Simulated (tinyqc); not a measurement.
Inside a calculation: graded (staircase) quantum well by finite differences. Values are carried at full precision from step to step, so a last printed digit may differ when a step is redone from the rounded ones.

Finite differences on points z_i at the centres of cells of width h: H_ii = (c/h^2)(1/m_(i-1/2) + 1/m_(i+1/2)) + V_i, H_(i,i+1) = -(c/h^2)/m_(i+1/2), where m_(i+1/2) is the mean of the masses at the two points (the end values are repeated outwards), psi = 0 on the points beyond both ends, c = hbar^2/2m0. The field adds e F (z - z0) with z0 the middle of the structure; 1 kV/cm = 1e-5 eV/angstrom.

Constants: hbar^2/2m0 = 3.80998211 eV angstrom^2.

Values chosen for the exercise (near those of an InGaAs well in InAlAs; the results hold for these values, not for the real material): layers = ((48, 0.528, 0.0722), (12, 0.235, 0.0546), (12, 0.059, 0.044), (12, 0, 0.0405), (12, 0.059, 0.044), (12, 0.235, 0.0546), (48, 0.528, 0.0722)) (each layer: thickness in angstrom, band edge in eV, mass in m0); F = 0 kV/cm (field along z); h = 12 angstrom (cell width of the coarse grid); hf = 0.75 angstrom (cell width of the fine grid).

## The coarse grid

List the points, the potential with the field, and the masses.

Grid:

| i | z (angstrom) | V (eV) | m (m0) |
|---|---|---|---|
| 1 | 6.0 | 0.5280 | 0.0722 |
| 2 | 18.0 | 0.5280 | 0.0722 |
| 3 | 30.0 | 0.5280 | 0.0722 |
| 4 | 42.0 | 0.5280 | 0.0722 |
| 5 | 54.0 | 0.2350 | 0.0546 |
| 6 | 66.0 | 0.0590 | 0.0440 |
| 7 | 78.0 | 0.0000 | 0.0405 |
| 8 | 90.0 | 0.0590 | 0.0440 |
| 9 | 102.0 | 0.2350 | 0.0546 |
| 10 | 114.0 | 0.5280 | 0.0722 |
| 11 | 126.0 | 0.5280 | 0.0722 |
| 12 | 138.0 | 0.5280 | 0.0722 |
| 13 | 150.0 | 0.5280 | 0.0722 |

## The tridiagonal Hamiltonian

Form the diagonal and the neighbouring elements; V in the grid already includes the field.

diagonal H_ii (eV): 1.2609  1.2609  1.2609  1.3118  1.1890  1.2219  1.2525  1.2219  1.1890  1.3118  1.2609  1.2609  1.2609

H_(i,i+1) (eV): -0.3665  -0.3665  -0.3665  -0.4173  -0.5367  -0.6262  -0.6262  -0.5367  -0.4173  -0.3665  -0.3665  -0.3665

## Lowest levels on the coarse grid

Diagonalise the symmetric tridiagonal matrix; give the three lowest levels and the weights u_i^2 (sum 1) of the two lowest.

levels (eV): 0.1637  0.4912  0.6451

weights on the points:
```
             1      2      3      4      5      6      7      8      9     10     11     12
level 1  0.000  0.000  0.002  0.016  0.093  0.234  0.310  0.234  0.093  0.016  0.002  0.000
level 2  0.004  0.019  0.050  0.109  0.207  0.111  0.000  0.111  0.207  0.109  0.050  0.019

            13
level 1  0.000
level 2  0.004
```

## Halving the cell width

The same with h, h/2, ..., h/32. The end points move with h, since psi vanishes half a cell beyond the structure. Richardson value (4 E(h/32) - E(h/16))/3.

Convergence:

| cell (angstrom) | points | E1 (eV) | E2 (eV) | E1 - finest (meV) |
|---|---|---|---|---|
| 12.0000 | 13 | 0.16369 | 0.49124 | -7.892 |
| 6.0000 | 26 | 0.16950 | 0.50120 | -2.079 |
| 3.0000 | 52 | 0.17106 | 0.50400 | -0.524 |
| 1.5000 | 104 | 0.17146 | 0.50488 | -0.126 |
| 0.7500 | 208 | 0.17156 | 0.50520 | -0.026 |
| 0.3750 | 416 | 0.17158 | 0.50532 | 0.000 |

Richardson values of E1, E2 (eV): 0.17159  0.50536

The coarse grid is 7.9 meV too low in E1. The last differences between rows shrink by a factor 3.9 (4 for a pure h^2 error, 2 for one linear in h).

## Positions and dipoles on the fine grid

With h sum psi^2 = 1: <z - z0> of three levels, |z_12| and |z_13|, the mass m1 from 1/m1 = <1|1/m|1>, and f_1j = (m1/c)(E_j - E_1) z_1j^2.

levels (eV): 0.1716  0.5052  0.6735

<z - z0> (angstrom): 0.0  0.0  0.0

|z_12|, |z_13| (angstrom): 15.24  0.00

m1 = 0.0455 m0

f_12, f_13: 0.925  0.000

The structure is symmetric and there is no field, so z_13 vanishes by parity. E2 - E1 = 333.6 meV, a wavelength of 3.7 micrometre (hc = 1239.841984 eV nm). Level 3 lies above the lowest point of the outer barriers, so it is a resonance or a state of the finite grid, and values that rest on it depend on the ends of the grid.

## Checks

- E1 at zero field on the grid h/32 against transfer matrices between the same hard ends, eV: both 0.1716.

Program tinyqc; command `OMP_NUM_THREADS=1 python tinyqc.py 1280131 1280132 out.jsonl`; about 0.01 s on one thread of a shared Intel(R) Xeon(R) Processor @ 2.30GHz.
